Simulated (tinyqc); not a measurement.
Sp3 tight binding, zinc-blende lattice, step by step. Computed by tinyqc, a small Python program that keeps every step. Command: `OMP_NUM_THREADS=1 python tinyqc.py 27742 27743 out.jsonl` (the two numbers bound the seeds that draw the settings). One thread of a shared host (Intel(R) Xeon(R) Processor @ 2.60GHz), about 0.01 s of CPU time with the checks.

## Bloch Hamiltonian at k

Parameters chosen for this model: zinc-blende lattice, anion at 0, cation at a/4 (1,1,1); V = eta hbar^2 / (m d^2), hbar^2/m = 7.619964 eV angstrom^2:

| parameter | value | unit |
|---|---|---|
| a | 4.150000 | angstrom |
| d | 1.797003 | angstrom |
| Es anion | -16.400000 | eV |
| Ep anion | -8.290000 | eV |
| Es cation | -14.280000 | eV |
| Ep cation | -7.190000 | eV |
| eta ss | -1.220000 |  |
| eta sp | 1.780000 |  |
| eta pp sigma | 3.130000 |  |
| eta pp pi | -0.780000 |  |
| V ss | -2.878825 | eV |
| V sp | 4.200253 | eV |
| V pp sigma | 7.385838 | eV |
| V pp pi | -1.840560 | eV |

k point k (2 pi / a): 0.7100  -0.0100  0.3300

Slater-Koster rules over the four bonds with direction cosines (l, m, n): ss V_ss; s-px l V_sp; px-s -l V_sp; px-px l^2 V_pps + (1 - l^2) V_ppp; px-py l m (V_pps - V_ppp); each times exp(i k.d).

H(k) at k (eV), lower triangle (Hermitian):
```
                  a s             a px            a py             a pz
a s          -16.4000
a px           0.0000          -8.2900
a py           0.0000           0.0000         -8.2900
a pz           0.0000           0.0000          0.0000          -8.2900
c s   -4.4000+0.0805i  -0.0332+7.5657i  4.3154-0.0582i  -0.1189+2.1141i
c px   0.0332-7.5657i   1.8874-0.0345i  0.1507-2.6811i  -5.4729+0.0738i
c py  -4.3154+0.0582i   0.1507-2.6811i  1.8874-0.0345i   0.0421-9.5949i
c pz   0.1189-2.1141i  -5.4729+0.0738i  0.0421-9.5949i   1.8874-0.0345i

           c s     c px     c py     c pz
c s   -14.2800
c px    0.0000  -7.1900
c py    0.0000   0.0000  -7.1900
c pz    0.0000   0.0000   0.0000  -7.1900
```

## Levels at k

Diagonalise the Hermitian matrix.

eigenvalues (eV): -24.1629  -20.3260  -19.5063  -17.9005  -2.2247  -0.5502  3.1001  4.4505

weights |c|^2 of the basis functions:
```
      band 1  band 2  band 3  band 4  band 5  band 6  band 7  band 8
a s   0.4903  0.1570  0.0120  0.0365  0.2144  0.0774  0.0060  0.0062
a px  0.0684  0.1105  0.0253  0.2143  0.1491  0.3249  0.0198  0.0876
a py  0.0001  0.0997  0.3486  0.0321  0.1075  0.0524  0.1622  0.1974
a pz  0.0154  0.1398  0.1286  0.2392  0.0001  0.0040  0.2866  0.1862
c s   0.2943  0.2321  0.0431  0.0559  0.2779  0.0825  0.0070  0.0072
c px  0.1035  0.0343  0.0400  0.1778  0.1385  0.3887  0.0220  0.0952
c py  0.0046  0.1820  0.1946  0.0457  0.1123  0.0653  0.1777  0.2178
c pz  0.0234  0.0445  0.2078  0.1985  0.0001  0.0048  0.3186  0.2024
```

## Bloch Hamiltonian at X

k point X (2 pi / a): 1  0  0

As before.

H(k) at X (eV), lower triangle (Hermitian):
```
                 a s            a px             a py             a pz
a s         -16.4000
a px          0.0000         -8.2900
a py          0.0000          0.0000          -8.2900
a pz          0.0000          0.0000           0.0000          -8.2900
c s           0.0000  0.0000+9.7001i           0.0000           0.0000
c px  0.0000-9.7001i          0.0000           0.0000           0.0000
c py          0.0000          0.0000           0.0000  0.0000-12.3019i
c pz          0.0000          0.0000  0.0000-12.3019i           0.0000

           c s     c px     c py     c pz
c s   -14.2800
c px    0.0000  -7.1900
c py    0.0000   0.0000  -7.1900
c pz    0.0000   0.0000   0.0000  -7.1900
```

## Levels at X

As before.

eigenvalues (eV): -22.5327  -21.4369  -20.0542  -20.0542  -1.1331  -1.0573  4.5742  4.5742

## Bands along a path

The same steps at evenly spaced points between the labelled ones.

Bands along the path (eV):

| k | band 1 | band 2 | band 3 | band 4 | band 5 | band 6 | band 7 | band 8 |
|---|---|---|---|---|---|---|---|---|
| L | -24.0062 | -22.7531 | -16.3783 | -16.3783 | -4.2298 | 0.8983 | 0.8983 | 4.8291 |
| L-G 0.33 | -25.4437 | -20.0703 | -15.6229 | -15.6229 | -4.0533 | 0.1429 | 0.1429 | 3.4072 |
| L-G 0.67 | -26.5312 | -15.6982 | -13.8377 | -13.8377 | -3.7282 | -1.6423 | -1.6423 | -0.2024 |
| G | -26.9040 | -12.7101 | -12.7101 | -12.7101 | -3.7760 | -2.7699 | -2.7699 | -2.7699 |
| G-X 0.33 | -26.3930 | -15.2524 | -15.2524 | -14.5883 | -2.7804 | -2.3983 | -0.2276 | -0.2276 |
| G-X 0.67 | -24.7976 | -18.6901 | -18.6901 | -18.2868 | -1.6299 | -1.4457 | 3.2101 | 3.2101 |
| X | -22.5327 | -21.4369 | -20.0542 | -20.0542 | -1.1331 | -1.0573 | 4.5742 | 4.5742 |
| X-W 0.33 | -22.5327 | -21.4369 | -20.0542 | -20.0542 | -1.1331 | -1.0573 | 4.5742 | 4.5742 |
| X-W 0.67 | -22.5327 | -21.4369 | -20.0542 | -20.0542 | -1.1331 | -1.0573 | 4.5742 | 4.5742 |
| W | -22.5327 | -21.4369 | -20.0542 | -20.0542 | -1.1331 | -1.0573 | 4.5742 | 4.5742 |

With 4 band(s) filled, the highest filled level on these points lies at G and the lowest empty one at L: a gap of 8.4804 eV, indirect.
